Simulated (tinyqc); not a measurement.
From results back to parameters: static screening by free carriers. Four cases, with inputs chosen for the exercise.

Problem. At zero temperature the gas shows Friedel oscillations of period pi/kF and a Thomas-Fermi length 1/qTF; n and m are hidden.

kF = (3 pi^2 n/Mv)^(1/3), EF = c kF^2/m with c = hbar^2/2m0, n in 1/angstrom^3 (1e-24 per 1/cm^3), e2 = e^2/(4 pi eps0). Thomas-Fermi: qTF^2 = 6 pi e2 n/(eps EF). Debye: qD^2 = 4 pi e2 n/(eps kB T).

Constants: hbar^2/2m0 = 3.80998211 eV angstrom^2; e^2/(4 pi eps0) = 14.39964547 eV angstrom.

Find: kF; n; m.

Method. kF = pi/period and n = Mv kF^3/(3 pi^2); qTF^2 = 2 e2 Mv m kF/(pi eps c) then gives m.

Case 1.

Values chosen (out of a larger set: near those of Ge; not measured data): Mv = 4 (valleys); eps = 16.1 (background dielectric constant).

period = 78.0792 angstrom
1/qTF = 13.7128 angstrom

Solution.

kF = 0.04024 1/angstrom
n = 8.80e+18 1/cm^3
m = 0.221 m0

Case 2.

Values chosen (out of a larger set: near those of Ge; not measured data): Mv = 4 (valleys); eps = 15.9 (background dielectric constant).

period = 280.400 angstrom
1/qTF = 25.8773 angstrom

Solution.

kF = 0.01120 1/angstrom
n = 1.90e+17 1/cm^3
m = 0.220 m0

Case 3.

Values chosen (out of a larger set: near those of Si; not measured data): Mv = 6 (valleys); eps = 11.8 (background dielectric constant).

period = 66.8837 angstrom
1/qTF = 7.39978 angstrom

Solution.

kF = 0.04697 1/angstrom
n = 2.10e+19 1/cm^3
m = 0.318 m0

Case 4.

Values chosen (out of a larger set: near those of GaAs; not measured data): Mv = 1 (valleys); eps = 13.6 (background dielectric constant).

period = 347.293 angstrom
1/qTF = 97.3745 angstrom

Solution.

kF = 0.009046 1/angstrom
n = 2.50e+16 1/cm^3
m = 0.066 m0

Computed by tinyqc, one run a case: `OMP_NUM_THREADS=1 python tinyqc.py N N+1 out.jsonl` with N = 1650753, 1650760, 1650784, 1650797; one thread of a shared Intel(R) Xeon(R) Processor @ 2.30GHz, about 0.01 s a run at most.
